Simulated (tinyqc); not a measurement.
## Field, mass and barrier from the scaled variables

Problem. A barrier edge falls as U0 - F x over a width d with F = V/d. With e = (C F^2/m1)^(1/3), C = hbar^2/(2 m0), the Airy arguments at its edges are z1 = (U0 - E)/e and z2 = (U0 - V - E)/e. Find e, m1 and U0.

Values chosen for this exercise:

| symbol | value | unit | meaning |
|---|---|---|---|
| E | 0.583 | eV | electron energy |
| d | 4.7 | nm | barrier width |
| V | 0.87 | V | voltage across the barrier |

Constants: q = 1.602176634e-19 C, hbar = 1.054571817e-34 J s, m0 = 9.1093837015e-31 kg, hbar^2/(2 m0) = 0.0380998212 eV nm^2. Results are converted to the units shown.

z1 and z2: [2.5134238, -1.7161288]

Answer. z1 - z2 = V/e gives e, its definition gives m1, and U0 = E + z1 e.

e = 0.206 eV
m1 = 0.150 m0
U0 = 1.10 eV

Program tinyqc, `OMP_NUM_THREADS=1 python tinyqc.py 2580118 2580119 out.jsonl`; Intel Xeon 2.30GHz, shared host, one thread, about 0.01 s.
